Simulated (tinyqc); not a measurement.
Delta-doped layer in the Thomas-Fermi potential, step by step. Values are carried at full precision from step to step, so a last printed digit may differ when a step is redone from the rounded ones.

All donors ionised in the plane z = 0, zero temperature, energies from the Fermi level EF of the Thomas-Fermi model, which lies at the bulk band edge; c = hbar^2/2m0, q = e^2/(4 pi eps0). Layer in a (001) plane: two valleys with m_z = ml, m_d = mt (unprimed) and four with m_z = mt, m_d = sqrt(ml mt) (primed); m3 = (ml mt^2)^(1/3), gv = 6. With n = (gv/3 pi^2)(m3 (-V)/c)^(3/2) and V'' = -(4 pi q/eps) n for z > 0, the solution is V = -b/(|z| + z0)^4 with sqrt(b) = 20/K, K = (4 pi q/eps)(gv/3 pi^2)(m3/c)^(3/2), and z0^5 = 4b/(e F0), e F0 = 2 pi q N/eps; 1e13/cm^2 = 1e-3/angstrom^2. Exchange and correlation are left out.

Constants: hbar^2/2m0 = 3.80998211 eV angstrom^2; e^2/(4 pi eps0) = 14.39964547 eV angstrom.

Parameters, chosen for this exercise (near those of a delta-doped layer in Si; shifted at random, so the results belong to these values and not to a real crystal): ml = 0.922 m0 (longitudinal mass); mt = 0.187 m0 (transverse mass); eps = 12 (dielectric constant); N = 1.4 x 1e13/cm^2 (donor sheet density).

## The Thomas-Fermi well

Give K, b, e F0, z0 and the depth b/z0^4.

K = 0.073779 eV^(-1/2) angstrom^-2
b = 73484 eV angstrom^4
e F0 = 0.010555 eV/angstrom
z0 = 30.83 angstrom
depth = 0.0814 eV

Half of the electrons lie within |z| < (2^(1/5) - 1) z0 = 4.6 angstrom. The mean donor spacing in the plane is 26.7 angstrom, against a Bohr radius 0.529177 eps/m3 = 20.0 angstrom: the spacing is not small against it, so the smeared sheet is a crude model.

## Profile

V = -b/(|z| + z0)^4, n and the share of electrons beyond |z|, (z0/(|z| + z0))^5, at z = 0, 0.1, 0.25, 0.5, 1 and 2 times z0; n = (eps/(4 pi q)) 20 b/(|z| + z0)^6, q = e^2/(4 pi eps0), 1/angstrom^3 = 1e24/cm^3.

Profile:
```
z (angstrom)   V (eV)  n (1e19/cm^3)  share beyond
0.0           -0.0814           11.4         1.000
3.1           -0.0556           6.41         0.621
7.7           -0.0333           2.98         0.328
15.4          -0.0161          0.997         0.132
30.8          -0.0051          0.177         0.031
61.7          -0.0010         0.0156         0.004
```

## Subbands

Subbands solve -(c/m_z) psi'' + V psi = E psi on 1280 points of spacing z0/80; up to ten levels for each group, kept if bound with an rms width below 2.5 z0.

List the bound levels with their rms width.

Subbands:
```
label  valleys g  m_d (m0)   E (eV)  rms z (angstrom)
0              2    0.1870  -0.0301              10.9
0'             4    0.4152  -0.0150              28.7
1              2    0.1870  -0.0012              59.8
```

The lowest level lies 63 % of the way up the well, and 0' follows 15 meV higher.

## Filling the subbands

At zero temperature n_i = g m_d (mu - E_i)/(2 pi c) for E_i < mu, c = hbar^2/2m0; find mu from sum n_i = N (1e13/cm^2 = 1e-3/angstrom^2).

mu = -0.0013 eV

n_i in the order of the list (1e13/cm^2): 0.449  0.951  0.000

2 subbands filled in part, the lowest with 32 % of the electrons. The potential was built for a Fermi level at 0; filling its quantised levels puts mu 1.6 % of the depth below that; with so few subbands the Thomas-Fermi picture is crude, and a close match would be chance. The fullest is 0', with 68 %.

## Estimate from a V-shaped well

Near z = 0 the well is -depth + e F0 |z|, whose levels are a (c (e F0)^2/m_z)^(1/3) with a = 1.018793 (even) and 2.338107 (odd); c = hbar^2/2m0, m_z = ml, for the unprimed levels.

levels 0 and 1 (eV): -0.0027  0.0992

Level 0 comes out 27 meV too high, since screening flattens the true well away from the plane, and level 1 lands above the rim at 0.

## Checks

- Integral of the Thomas-Fermi density against N, 1e13/cm^2: both 1.400.
- Lowest level on a finer grid (z0/200), eV: both -0.030.

tinyqc: `OMP_NUM_THREADS=1 python tinyqc.py 1280161 1280162 out.jsonl`; about 0.2 s, one thread, shared Intel(R) Xeon(R) Processor @ 2.30GHz.
